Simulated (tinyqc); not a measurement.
Inside a calculation. Method: CCSD on RHF in the 6-31g basis, for H3+, spin multiplicity 1. One step of it, computed by the program tinyqc.

Task: Iteration 1: building the Fock matrix. J_ij = sum D_kl (ij|kl), K_ij = sum D_kl (ik|jl); F = H + J - 0.5 K; E = tr D H + tr D J / 2 - 0.25 tr D K + E_nn.

D at the start, lower triangle:
```
          1H 1s     1H 2s     2H 1s     2H 2s     3H 1s     3H 2s
1H 1s  0.274226
1H 2s  0.240400  0.210747
2H 1s  0.085224  0.074711  0.026486
2H 2s  0.120442  0.105585  0.037431  0.052899
3H 1s  0.085224  0.074711  0.026486  0.037431  0.026486
3H 2s  0.120442  0.105585  0.037431  0.052899  0.037431  0.052899
```

core Hamiltonian H = T + V (hartree), lower triangle:
```
           1H 1s      1H 2s      2H 1s      2H 2s      3H 1s      3H 2s
1H 1s  -1.550268
1H 2s  -1.301713  -1.418994
2H 1s  -0.876666  -0.898910  -1.230160
2H 2s  -0.986978  -1.158940  -1.106892  -1.230705
3H 1s  -0.876666  -0.898910  -0.128494  -0.414679  -1.230160
3H 2s  -0.986978  -1.158940  -0.414679  -0.722484  -1.106892  -1.230705
```

Two-electron integrals (ij|kl) in chemists' order, unique and non-zero (hartree):
```
(11|11) 1.076566   (21|11) 0.578470   (21|21) 0.329423   (22|11) 0.587396
(22|21) 0.361304   (22|22) 0.453150   (31|11) 0.343727   (31|21) 0.196802
(31|22) 0.216628   (31|31) 0.148120   (32|11) 0.315815   (32|21) 0.192801
(32|22) 0.235435   (32|31) 0.152581   (32|32) 0.176635   (33|11) 0.618805
(33|21) 0.385924   (33|22) 0.483118   (33|31) 0.343727   (33|32) 0.417327
(33|33) 1.076566   (41|11) 0.417327   (41|21) 0.238634   (41|22) 0.263432
(41|31) 0.152581   (41|32) 0.152856   (41|33) 0.315815   (41|41) 0.176635
(42|11) 0.461365   (42|21) 0.285618   (42|22) 0.363454   (42|31) 0.188399
(42|32) 0.215185   (42|33) 0.461365   (42|41) 0.215185   (42|42) 0.310263
(43|11) 0.385924   (43|21) 0.240110   (43|22) 0.304026   (43|31) 0.196802
(43|32) 0.238634   (43|33) 0.578470   (43|41) 0.192801   (43|42) 0.285618
(43|43) 0.329423   (44|11) 0.483118   (44|21) 0.304026   (44|22) 0.401889
(44|31) 0.216628   (44|32) 0.263432   (44|33) 0.587396   (44|41) 0.235435
(44|42) 0.363454   (44|43) 0.361304   (44|44) 0.453150   (51|11) 0.343727
(51|21) 0.196802   (51|22) 0.216628   (51|31) 0.096462   (51|32) 0.091474
(51|33) 0.171818   (51|41) 0.133558   (51|42) 0.156182   (51|43) 0.111512
(51|44) 0.155341   (51|51) 0.148120   (52|11) 0.315815   (52|21) 0.192801
(52|22) 0.235435   (52|31) 0.091474   (52|32) 0.091525   (52|33) 0.173208
(52|41) 0.129438   (52|42) 0.165248   (52|43) 0.113223   (52|44) 0.163902
(52|51) 0.152581   (52|52) 0.176635   (53|11) 0.033593   (53|21) 0.018763
(53|22) 0.019857   (53|31) 0.011253   (53|32) 0.010725   (53|33) 0.021424
(53|41) 0.013574   (53|42) 0.015651   (53|43) 0.013242   (53|44) 0.016527
(53|51) 0.011253   (53|52) 0.010725   (53|53) 0.001080   (54|11) 0.138019
(54|21) 0.082660   (54|22) 0.097588   (54|31) 0.040680   (54|32) 0.040210
(54|33) 0.076384   (54|41) 0.056212   (54|42) 0.070044   (54|43) 0.049611
(54|44) 0.070159   (54|51) 0.062167   (54|52) 0.068760   (54|53) 0.004633
(54|54) 0.027392   (55|11) 0.618805   (55|21) 0.385924   (55|22) 0.483118
(55|31) 0.171818   (55|32) 0.173208   (55|33) 0.326171   (55|41) 0.252720
(55|42) 0.327137   (55|43) 0.214445   (55|44) 0.318265   (55|51) 0.343727
(55|52) 0.417327   (55|53) 0.021424   (55|54) 0.157116   (55|55) 1.076566
(61|11) 0.417327   (61|21) 0.238634   (61|22) 0.263432   (61|31) 0.133558
(61|32) 0.129438   (61|33) 0.252720   (61|41) 0.169314   (61|42) 0.201850
(61|43) 0.159904   (61|44) 0.209909   (61|51) 0.152581   (61|52) 0.152856
(61|53) 0.013574   (61|54) 0.064415   (61|55) 0.315815   (61|61) 0.176635
(62|11) 0.461365   (62|21) 0.285618   (62|22) 0.363454   (62|31) 0.156182
(62|32) 0.165248   (62|33) 0.327137   (62|41) 0.201850   (62|42) 0.275165
(62|43) 0.209823   (62|44) 0.290947   (62|51) 0.188399   (62|52) 0.215185
(62|53) 0.015651   (62|54) 0.086436   (62|55) 0.461365   (62|61) 0.215185
(62|62) 0.310263   (63|11) 0.138019   (63|21) 0.082660   (63|22) 0.097588
(63|31) 0.062167   (63|32) 0.068760   (63|33) 0.157116   (63|41) 0.064415
(63|42) 0.086436   (63|43) 0.090914   (63|44) 0.102287   (63|51) 0.040680
(63|52) 0.040210   (63|53) 0.004633   (63|54) 0.017660   (63|55) 0.076384
(63|61) 0.056212   (63|62) 0.070044   (63|63) 0.027392   (64|11) 0.275363
(64|21) 0.169374   (64|22) 0.212431   (64|31) 0.101552   (64|32) 0.110369
(64|33) 0.226479   (64|41) 0.123493   (64|42) 0.170382   (64|43) 0.142523
(64|44) 0.188400   (64|51) 0.101552   (64|52) 0.110369   (64|53) 0.009309
(64|54) 0.045748   (64|55) 0.226479   (64|61) 0.123493   (64|62) 0.170382
(64|63) 0.045748   (64|64) 0.099585   (65|11) 0.385924   (65|21) 0.240110
(65|22) 0.304026   (65|31) 0.111512   (65|32) 0.113223   (65|33) 0.214445
(65|41) 0.159904   (65|42) 0.209823   (65|43) 0.140688   (65|44) 0.207131
(65|51) 0.196802   (65|52) 0.238634   (65|53) 0.013242   (65|54) 0.090914
(65|55) 0.578470   (65|61) 0.192801   (65|62) 0.285618   (65|63) 0.049611
(65|64) 0.142523   (65|65) 0.329423   (66|11) 0.483118   (66|21) 0.304026
(66|22) 0.401889   (66|31) 0.155341   (66|32) 0.163902   (66|33) 0.318265
(66|41) 0.209909   (66|42) 0.290947   (66|43) 0.207131   (66|44) 0.299590
(66|51) 0.216628   (66|52) 0.263432   (66|53) 0.016527   (66|54) 0.102287
(66|55) 0.587396   (66|61) 0.235435   (66|62) 0.363454   (66|63) 0.070159
(66|64) 0.188400   (66|65) 0.361304   (66|66) 0.453150
```

nuclear repulsion = 1.63124911 hartree

Give: Coulomb J; exchange K; Fock matrix F; total energy of this density.

Result:

Coulomb J (hartree), lower triangle:
```
        1H 1s   1H 2s   2H 1s   2H 2s   3H 1s   3H 2s
1H 1s  1.4979
1H 2s  0.8733  1.0067
2H 1s  0.5298  0.5439  1.1236
2H 2s  0.6349  0.8033  0.6926  0.8762
3H 1s  0.5298  0.5439  0.0492  0.2284  1.1236
3H 2s  0.6349  0.8033  0.2284  0.4719  0.6926  0.8762
```

exchange K (hartree), lower triangle:
```
        1H 1s   1H 2s   2H 1s   2H 2s   3H 1s   3H 2s
1H 1s  1.2130
1H 2s  0.9923  0.9198
2H 1s  0.6215  0.5765  0.5175
2H 2s  0.7756  0.7315  0.5240  0.6197
3H 1s  0.6215  0.5765  0.2640  0.4001  0.5175
3H 2s  0.7756  0.7315  0.4001  0.5490  0.5240  0.6197
```

Fock matrix F (hartree), lower triangle:
```
         1H 1s    1H 2s    2H 1s    2H 2s    3H 1s    3H 2s
1H 1s  -0.6589
1H 2s  -0.9245  -0.8722
2H 1s  -0.6576  -0.6432  -0.3653
2H 2s  -0.7399  -0.7214  -0.6763  -0.6644
3H 1s  -0.6576  -0.6432  -0.2113  -0.3864  -0.3653
3H 2s  -0.7399  -0.7214  -0.3864  -0.5251  -0.6763  -0.6644
```

total energy of this density = -1.164235 hartree
